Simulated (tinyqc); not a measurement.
Inside a calculation. Method: Jacobi rotations on a symmetric matrix. One step of it, computed by the program tinyqc.

Task: Jacobi rotation 1. Take the largest off-diagonal element A_pq; tan 2 theta = 2 A_pq / (A_qq - A_pp) with |theta| <= pi/4; A' = J^T A J with J_pp = J_qq = cos, J_pq = sin, J_qp = -sin.

A:
```
           1          2          3
1   1.230000  -0.277000  -0.311000
2  -0.277000   1.353000  -0.619000
3  -0.311000  -0.619000   1.486000
```

Give: p, q, theta; A'.

Result:

p, q, theta (rad): 2.0000  3.0000  -0.7319

A':
```
         1        2        3
1   1.2300  -0.4139  -0.0462
2  -0.4139   0.7969   0.0000
3  -0.0462   0.0000   2.0421
```
